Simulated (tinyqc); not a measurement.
Doping density: delta-doped layer in the Thomas-Fermi potential.

All donors ionised in the plane z = 0, zero temperature, energies from the Fermi level EF of the Thomas-Fermi model, which lies at the bulk band edge; c = hbar^2/2m0, q = e^2/(4 pi eps0). Layer in a (001) plane: two valleys with m_z = ml, m_d = mt (unprimed) and four with m_z = mt, m_d = sqrt(ml mt) (primed); m3 = (ml mt^2)^(1/3), gv = 6. With n = (gv/3 pi^2)(m3 (-V)/c)^(3/2) and V'' = -(4 pi q/eps) n for z > 0, the solution is V = -b/(|z| + z0)^4 with sqrt(b) = 20/K, K = (4 pi q/eps)(gv/3 pi^2)(m3/c)^(3/2), and z0^5 = 4b/(e F0), e F0 = 2 pi q N/eps; 1e13/cm^2 = 1e-3/angstrom^2. Exchange and correlation are left out.

Subbands solve -(c/m_z) psi'' + V psi = E psi on 1280 points of spacing z0/80; up to ten levels for each group, kept if bound with an rms width below 2.5 z0.

Constants: hbar^2/2m0 = 3.80998211 eV angstrom^2; e^2/(4 pi eps0) = 14.39964547 eV angstrom.

Parameters, chosen for this exercise (near those of a delta-doped layer in Si; the results hold for these values, not for the real material): ml = 0.896 m0 (longitudinal mass); mt = 0.189 m0 (transverse mass); eps = 11.9 (dielectric constant); Nl = (0.12, 0.24, 0.48, 0.84, 1.4, 2.4, 3.8) x 1e13/cm^2 (sheet densities).

The well, the lowest level and the filling anew; at zero temperature n_i = g m_d (mu - E_i)/(2 pi c), with mu fixed by sum n_i = N.

Results:

| N (1e13/cm^2) | z0 (angstrom) | depth (eV) | lowest (eV) | next - lowest (eV) | occupied | share of lowest (%) |
|---|---|---|---|---|---|---|
| 0.12 | 50.2 | 0.0115 | -0.0028 | 0.0017 | 2 | 36.7 |
| 0.24 | 43.7 | 0.0199 | -0.0056 | 0.0032 | 2 | 35.6 |
| 0.48 | 38.1 | 0.0347 | -0.0109 | 0.0058 | 2 | 34.3 |
| 1.4 | 30.7 | 0.0817 | -0.0299 | 0.0147 | 2 | 32.2 |
| 2.4 | 27.6 | 0.1258 | -0.0494 | 0.0232 | 3 | 31.0 |
| 3.8 | 25.2 | 0.1817 | -0.0754 | 0.0340 | 3 | 29.9 |

Give the missing row, N (1e13/cm^2) = 0.84.

Computed row:
```
N (1e13/cm^2)  z0 (angstrom)  depth (eV)  lowest (eV)  next - lowest (eV)  occupied  share of lowest (%)
0.84                    34.0      0.0543      -0.0185              0.0095         2                 33.2
```

The depth grows as N^(4/5) and z0 shrinks as N^(-1/5): factors 15.9 and 2.00 for 32 times the doping. The lowest level deepens faster, with exponent 0.95, since the zero-point energy takes a smaller share of a deeper well (75 % falling to 58 %). The number of occupied subbands is 2 in the first row and 3 in the last. Up to N = 0.84 the donor spacing exceeds 1.5 Bohr radii (one radius, a0 eps/m with the density-of-states mass, is 20 angstrom), where a uniform sheet is a crude picture of discrete donors (beyond about three radii electrons stay on single donors).

Program tinyqc; command `OMP_NUM_THREADS=1 python tinyqc.py 1280577 1280578 out.jsonl`; about 0.2 s on one thread of a shared Intel(R) Xeon(R) Processor @ 2.30GHz.
